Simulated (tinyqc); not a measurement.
Modes across the composition range: two-mode optical phonons of a ternary alloy from two coupled oscillators. Computed by tinyqc, a small Python program. Command: `OMP_NUM_THREADS=1 python tinyqc.py 3017489 3017490 out.jsonl twomode walk`. One thread of a shared host (Intel(R) Xeon(R) Processor @ 2.30GHz), about 0.01 s of CPU time with the checks.

An alloy A(x)B(1-x)C has an A-C and a B-C bond oscillator. Each TO frequency moves linearly from the impurity mode (dilute end) to the TO of the pure crystal; each strength is proportional to the number of bonds.

Inputs (values chosen for the exercise, for a model alloy):

| quantity | value | unit |
|---|---|---|
| omega_TO of pure AC | 594 | 1/cm |
| omega_LO of pure AC | 698 | 1/cm |
| omega_TO of pure BC | 418 | 1/cm |
| omega_LO of pure BC | 474 | 1/cm |
| eps_inf of AC | 7.58 | - |
| eps_inf of BC | 7.69 | - |
| impurity mode of A in BC | 596 | 1/cm |
| impurity mode of B in AC | 407 | 1/cm |

Method:
- omega_1 = (impurity mode of A) + x (omega_TO,AC - impurity mode of A); omega_2 = (impurity mode of B) + (1 - x)(omega_TO,BC - impurity mode of B); eps_inf = x eps_AC + (1 - x) eps_BC; strengths W_1 = x eps_AC (omega_LO,AC^2 - omega_TO,AC^2), W_2 = (1 - x) eps_BC (omega_LO,BC^2 - omega_TO,BC^2).
- eps(omega) = eps_inf + W_1/(omega_1^2 - omega^2) + W_2/(omega_2^2 - omega^2) = 0 is the eigenproblem of the matrix [[omega_1^2 + W_1/eps_inf, sqrt(W_1 W_2)/eps_inf], [sqrt(W_1 W_2)/eps_inf, omega_2^2 + W_2/eps_inf]] for omega_LO^2.
- The polar coupling of mode j is c_j = (u_j . sqrt(W))^2/(eps_inf^2 omega_j^2), u_j its eigenvector and omega_j here its LO frequency; the c_j add up to 1/eps_inf - 1/eps_s. Froehlich constant alpha_j = (e^2/(4 pi eps_0)) c_j k_j/(2 E_j), E_j = h c omega_j, k_j = sqrt(m* E_j/(hbar^2/(2 m_0))).

Frequencies (1/cm):

| x | TO, A-C | TO, B-C | lower LO | upper LO | coupling share of the upper LO | eps_s |
|---|---|---|---|---|---|---|
| 0.02 | 595.96 | 417.78 | 471.75 | 598.98 | 0.06084 | 9.902 |
| 0.10 | 595.80 | 416.90 | 463.61 | 610.03 | 0.25443 | 9.955 |
| 0.20 | 595.60 | 415.80 | 454.82 | 622.42 | 0.42688 | 10.020 |
| 0.35 | 595.30 | 414.15 | 443.52 | 639.07 | 0.60819 | 10.113 |
| 0.50 | 595.00 | 412.50 | 433.70 | 654.17 | 0.73774 | 10.202 |
| 0.65 | 594.70 | 410.85 | 424.91 | 668.18 | 0.83667 | 10.287 |
| 0.80 | 594.40 | 409.20 | 416.86 | 681.38 | 0.91562 | 10.367 |
| 0.90 | 594.20 | 408.10 | 411.82 | 689.81 | 0.96027 | 10.418 |
| 0.98 | 594.04 | 407.22 | 407.95 | 696.38 | 0.99240 | 10.457 |

What follows from these numbers?

The upper LO moves from 599.0 to 696.4 and the lower from 471.7 to 407.9 per cm. At each dilute end one LO-TO pair closes onto an impurity mode. The upper LO shifts by +0.97 per cm for each per cent of x near the middle, which is how Raman spectra measure composition. Its share of the polar coupling passes one half between x = 0.2 and 0.35.
